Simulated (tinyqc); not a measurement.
# Effect of the position of a charge sheet

One sheet of 1.4e12 cm^-2 lies at the depth x from the gate; it shifts Vfb by -(q/eps0) Q s, with s = x/e2 in layer 2 and t2/e2 + (x - t2)/e1 in layer 1, and it induces the share s/(t1/e1 + t2/e2) of its image in the semiconductor.

Parameters, values chosen for the exercise: thickness of layer 1, next to the semiconductor t1 = 0.5 nm; relative permittivity of layer 1 e1 = 9.24; thickness of layer 2, next to the gate t2 = 1.7 nm; relative permittivity of layer 2 e2 = 24.5.

Constants: q = 1.602176634e-19 C, eps0 = 8.8541878128e-14 F/cm where lengths are in cm. Results are converted to the units shown.

Results:
```
x (nm),shift (mV),image in the semiconductor (%)
0,0,0
0.28,-2.895,9.254
0.55,-5.687,18.18
0.83,-8.582,27.43
1.1,-11.37,36.35
1.38,-14.27,45.61
1.93,-23.88,76.34
2.2,-31.29,100.0
```

Estimate the missing row, x = 1.65 nm.

Computed row:
```
x (nm),shift (mV),image in the semiconductor (%)
1.65,-17.06,54.53
```

With this row back in the table: The shift grows from 0 at the gate to -31.3 mV at the semiconductor, by -10.3 mV/nm in layer 2 and -27.4 mV/nm in layer 1, the ratio of the permittivities. A sheet between the layers has 56.2 % of its full effect.

Numbers from tinyqc (`OMP_NUM_THREADS=1 python tinyqc.py 2010096 2010097 out.jsonl`; about 0.01 s on one thread of a shared Intel Xeon 2.30GHz).
